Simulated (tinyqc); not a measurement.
# Global model of a low-pressure process discharge: electron temperature, density, ion flux and ion energy, step by step

A worked calculation. Computed by tinyqc, a small Python program that keeps every step. Command: `OMP_NUM_THREADS=1 python tinyqc.py 3112884 3112885 out.jsonl plasma walk`. One thread of a shared host (Intel(R) Xeon(R) Processor @ 2.30GHz), about 0.01 s of CPU time with the checks. Intermediate numbers are printed to about 7 digits and carried at full precision; extremes and crossings named in words are read from the listed rows.

Maxwellian electrons with temperature T_e in eV, one positive ion, no negative ions, uniform bulk density n; rate constants have the Arrhenius form.

Inputs (values chosen for the exercise, of the order of those of an inductive discharge in a simple atomic gas): ion mass M = 28 u; ionisation prefactor K0 = 3.5e-14 m^3/s; ionisation energy E_iz = 13.9 eV; excitation prefactor X0 = 1e-14 m^3/s; excitation energy E_ex = 11.1 eV; elastic rate constant K_el = 1.5e-13 m^3/s; ion-neutral cross section = 1.1e-18 m^2; pressure p = 0.71 Pa; gas temperature T_g = 300 K; radius R = 20 cm; height L = 12 cm; absorbed power P = 160 W; bias power P_b = 130 W; radius of the biased electrode = 7.5 cm; bias frequency = 27 MHz; mixing = 0.3.

Constants: k_B = 1.380649e-23 J/K; e = 1.602176634e-19 C; u = 1.6605390666e-27 kg; m_0 = 9.1093837015e-31 kg; eps_0 = 8.8541878128e-12 F/m.

## Geometry factors

n_g = p/(k_B T_g); lambda_i = 1/(n_g sigma); h_L = 0.86/sqrt(3 + L/(2 lambda_i)), h_R = 0.8/sqrt(4 + R/lambda_i); A_eff = 2 pi R^2 h_L + 2 pi R L h_R; d_eff = pi R^2 L/A_eff.

gas density n_g = 1.714170e+20 1/m^3

ion mean free path = 0.5303389 cm

h_L = 0.2273135

h_R = 0.1238685

A_eff = 758.0904 cm^2

d_eff = 19.89162 cm

## A fixed-point cycle for T_e

Particle balance: K0 exp(-E_iz/T_e) n_g d_eff = u_B, u_B = sqrt(e T_e/M). Cycle: T_out = T sqrt(loss/creation) with loss/creation = u_B/(K0 exp(-E_iz/T) n_g d_eff); T -> T + mixing (T_out - T), kept between 0.3 and 60 eV, from 3 eV; stop at |T_out - T| < 1e-9 eV or after 60 steps.

Course:
```
step    T (eV)  T_out (eV)  residual (eV)
0     3.000000    1.579236  -1.420764e+00
1     2.573771    1.913707  -6.600636e-01
2     2.375752    2.168512  -2.072395e-01
3     2.313580    2.269380  -4.419963e-02
4     2.300320    2.292489  -7.830868e-03
5     2.297971    2.296646  -1.324984e-03
6     2.297573    2.297351  -2.223039e-04
7     2.297506    2.297469  -3.724427e-05
8     2.297495    2.297489  -6.238311e-06
9     2.297493    2.297492  -1.044857e-06
10    2.297493    2.297493  -1.750025e-07
11    2.297493    2.297493  -2.931101e-08
12    2.297493    2.297493  -4.909274e-09
13    2.297493    2.297493  -8.222489e-10
```

last residual = 8.222489e-10 eV

Converged in 14 steps.

## Electron temperature

Root found by bracketing.

T_e = 2.297493 eV

Bohm velocity u_B = 2813.706 m/s

K_iz = 8.251917e-17 m^3/s

## Energy per pair and density

E_c = E_iz + (X0 exp(-E_ex/T_e) E_ex + K_el (3 m_0/M) T_e)/K_iz; wall potential V_s = (T_e/2) ln(M/(2 pi m_0)); E_T = E_c + 2 T_e + T_e/2 + V_s; n = P/(e u_B A_eff E_T); ion current density J = e h_L n u_B; ionised share n/n_g.

collisional loss per pair E_c = 24.87395 eV

wall potential V_s = 10.34160 V

E_T = 40.95928 eV

plasma density n = 1.143030e+11 1/cm^3

ion current density J = 1.171310 mA/cm^2

ionised share = 6.668125e-04

Collisions take 61 % of the power and the walls the rest. T_e came from the particle balance alone; the power sets only n.

## Biased electrode

All bias power goes to ions: V_b = P_b/(J pi r^2). Debye length at the sheath edge lambda_D = sqrt(eps_0 T_e/(e h_L n)); Child-law sheath s = (sqrt2/3) lambda_D (2 V/T_e)^(3/4), V = V_b + V_s; ion transit time tau_i = 3 s sqrt(M/(2 e V)); collisions in the sheath s/lambda_i.

bias voltage V_b = 628.0569 V

lambda_D = 69.90446 micrometre

sheath width s = 3.771806 mm

ion transit time = 170.5918 ns

transit time over bias period = 4.605978

s/lambda_i = 0.7112067

Ions take many periods to cross and see the mean voltage: a narrow energy distribution. Many ions collide in the sheath, which lowers their energy and widens their angles.

## Pressure series at fixed power

n_g = p/(k_B T_g), lambda_i = 1/(n_g sigma), K_iz = K0 exp(-E_iz/T_e), h_L = 0.86/sqrt(3 + L/(2 lambda_i)), h_R = 0.8/sqrt(4 + R/lambda_i), A_eff = 2 pi R^2 h_L + 2 pi R L h_R and d_eff = pi R^2 L/A_eff follow p. E_c = E_iz + (X0 exp(-E_ex/T_e) E_ex + K_el (3 m_0/M) T_e)/K_iz; E_T = E_c + (5/2) T_e + (T_e/2) ln(M/(2 pi m_0)); n = P/(e u_B A_eff E_T); J = e h_L n u_B. Pressures without a root below 2 E_iz are left out.

Against pressure:
```
p (Pa)  T_e (eV)  E_c (eV)  E_T (eV)    n (1/cm^3)  J (mA/cm^2)
0.1     4.416879  19.90405  50.82774  3.587459e+10     0.899778
0.2     3.350844  21.26746  44.72757  5.547454e+10     1.044226
0.5     2.520703  23.68858  41.33666  9.412286e+10     1.154163
1.0     2.112928  26.21654  41.00968  1.374980e+11     1.174821
2.0     1.814937  29.70293  42.40977  1.957833e+11     1.142475
5.0     1.528094  37.15117  47.84974  2.922650e+11     1.016322
10.0    1.364799  47.68258  57.23789  3.627507e+11     0.850713
20.0    1.233247  69.00197  77.63624  3.962949e+11     0.627603
```

T_e falls from 4.42 to 1.23 eV, n changes by a factor 11.0 and J by 0.70; in J = P h_L/(A_eff E_T), E_T changes by a factor 1.53 and is least at 1 Pa, between wall losses at high T_e and excitation losses at low T_e.

Checks made by the program: cycle against bracketing (relative difference 1e-10).
